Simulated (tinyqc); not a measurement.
One anharmonic mode: perturbation theory, self-consistent phonons and exact levels: one step, computed by the program tinyqc.

V(x) = k x^2/2 + b x^4 for one coordinate x of mass M. A constant K > 0 gives hbar Omega = sqrt((hbar^2/u) K/M) with K in eV/angstrom^2 and M in u.

Question. Shape of the double well. Minima at x_0 = sqrt(-k/(4 b)), depth k^2/(16 b), curvature -2k there.

Inputs (values chosen for the exercise, for a model mode): mode mass M = 45.8 u; harmonic constant k = -0.815 eV/angstrom^2; quartic constant b = 5.19 eV/angstrom^4.

Shape: double well.

Constants: hbar^2/u = 4.18015928e-03 eV angstrom^2.

Give: x_0; well depth; harmonic quantum in a well; depth / zero-point energy of a well.

Answer.

x_0 = 0.1981 angstrom

well depth = 7.999 meV

harmonic quantum in a well = 12.20 meV

depth / zero-point energy of a well = 1.312

The lowest levels lie near the top of the barrier.
